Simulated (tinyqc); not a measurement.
# From one set of inputs to another, one input at a time

Model: Holstein polaron on two sites. Computed by tinyqc, a small Python program. Command: `OMP_NUM_THREADS=1 python tinyqc.py 3010208 3010209 out.jsonl holstein ladder`. One thread of a shared host (Intel(R) Xeon(R) Processor @ 2.30GHz), about 0.02 s of CPU time with the checks.

One electron on sites 1 and 2: H = -t (c1+ c2 + c2+ c1) + hbar omega sum_i b_i+ b_i - g hbar omega sum_i n_i (b_i + b_i+). The symmetric phonon shifts the energy by -g^2 hbar omega/2 and drops out; with b = (b_1 - b_2)/sqrt(2) there remains H = -t sigma_x + hbar omega b+ b - (g hbar omega/sqrt(2)) sigma_z (b + b+). Parity splits it into blocks p = +1 and -1 over phonon numbers n. Zero-point energies are left out. Weights Z refer to mode b alone; the displaced symmetric mode multiplies the full zero-phonon weight by exp(-g^2/2).

The inputs printed are set A. Inputs not listed in the table keep their values of set A, so the rows need not describe a real material.

Inputs (values chosen for the exercise, for a model dimer): hopping t = 22 meV; phonon energy hbar omega = 84.5 meV; coupling g = 0.566.

Method. Block p: H_nn = n hbar omega - p t (-1)^n - g^2 hbar omega/2, H_(n,n+1) = -(g hbar omega/sqrt(2)) sqrt(n + 1). Use 60 levels in both blocks; Z = c_0^2 is the weight of n = 0 in the ground state c; the splitting is the lowest odd level less the lowest even one, which without coupling is the smaller of 2t and hbar omega; <sigma_x> = sum (-1)^n c_n^2 measures the kinetic energy.

Each row keeps all changes above it:
```
input moved                      from     to  ground-state energy (meV)  splitting (meV)  mean phonon number in b
set A                               -      -                     -44.76            30.47                  0.08091
coupling g                      0.566  0.347                     -30.48            37.85                  0.02765
hopping t (meV)                    22     52                     -59.40            70.47                  0.01307
phonon energy hbar omega (meV)   84.5    108                     -61.87            79.85                  0.01683
```

Which inputs carry the difference?

Ground-state energy goes from -44.8 to -61.9, -17.1 in all. The largest single move comes from hopping t (-28.9), and coupling g works against it (+14.3). Splitting goes from 30.5 to 79.9, a factor 2.62 in all. The largest single move comes from hopping t (a factor 1.86). Mean phonon number in b goes from 0.0809 to 0.0168, a factor 0.208 in all. The largest single move comes from coupling g (a factor 0.342), and phonon energy hbar omega works against it (a factor 1.29). The single moves hold for this order of the switches; the total does not depend on the order.

Caution (rows hopping t): with hbar omega below 2t the lowest odd level starts as a one-phonon state, so the splitting here is a softened phonon and not a narrowed hopping.

Extremes, crossings and ranges named in words are read from the listed rows.
